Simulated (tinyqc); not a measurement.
Worked calculation: plane-wave Kohn-Sham cycle with exchange-only LDA in a layered model solid. One step of it, computed by the program tinyqc.

Problem. Iteration 2: potential. V_H(G) = 4 pi rho(G)/G^2 for G != 0 (uniform background); v_x = -(3 rho/pi)^(1/3); V = V_ext + V_H + v_x; Fourier components f(G_m) = (1/N) sum_j f(x_j) exp(-i G_m x_j).

A solid whose potential varies along x alone (atomic units):

| parameter | value |
|---|---|
| period a | 10.300000 |
| cross-section of the cell | 30.000000 |
| electrons per cell | 2 |
| grid points | 16 |
| plane waves -n..n, n | 2 |
| k points | 2 |
| V1 in V1 cos(2 pi x/a) | -0.390000 |

density after iteration 1 (e/bohr^3): 0.01390668  0.01259492  0.00952372  0.00643629  0.00445770  0.00359220  0.00332631  0.00326656  0.00325781  0.00326656  0.00332631  0.00359220  0.00445770  0.00643629  0.00952372  0.01259492

Give: Potentials on the grid; V(G_m), m = 0, 1, 2, ....

Solution.

Potentials on the grid (hartree):

| x | V_ext | V_H | v_x | V |
|---|---|---|---|---|
| 0.000 | -0.390 | 0.183 | -0.237 | -0.444 |
| 0.644 | -0.360 | 0.164 | -0.229 | -0.425 |
| 1.288 | -0.276 | 0.115 | -0.209 | -0.370 |
| 1.931 | -0.149 | 0.049 | -0.183 | -0.284 |
| 2.575 | 0 | -0.017 | -0.162 | -0.179 |
| 3.219 | 0.149 | -0.073 | -0.151 | -0.075 |
| 3.862 | 0.276 | -0.115 | -0.147 | 0.014 |
| 4.506 | 0.360 | -0.140 | -0.146 | 0.074 |
| 5.150 | 0.390 | -0.148 | -0.146 | 0.096 |
| 5.794 | 0.360 | -0.140 | -0.146 | 0.074 |
| 6.438 | 0.276 | -0.115 | -0.147 | 0.014 |
| 7.081 | 0.149 | -0.073 | -0.151 | -0.075 |
| 7.725 | 0 | -0.017 | -0.162 | -0.179 |
| 8.369 | -0.149 | 0.049 | -0.183 | -0.284 |
| 9.012 | -0.276 | 0.115 | -0.209 | -0.370 |
| 9.656 | -0.360 | 0.164 | -0.229 | -0.425 |

V(G_m), m = 0, 1, 2, ... (hartree): -0.177  -0.135  0.001  0.000  0.000
